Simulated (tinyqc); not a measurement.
# Via and link resistance from two via chains

Inverse problem. A chain of 5000 vias joined by 5000 metal links has R = 5000 (Rv + Rlink), with Rlink proportional to the link length. Find Rv, Rlink for length L, and the value of Rv that the short chain would give if the links were ignored.

resistance of chains of 5000 links with link lengths L and 3 L (ohm): 1.165e5  2.565e5

Solution. R per link is a straight line in the link length; its intercept at zero length is Rv.

Rv = 9.30 ohm
Rlink = 14.0 ohm
Rv without correction = 23.3 ohm

Program tinyqc, `OMP_NUM_THREADS=1 python tinyqc.py 2750179 2750180 out.jsonl`; Intel Xeon 2.30GHz, shared host, one thread, about 0.01 s.
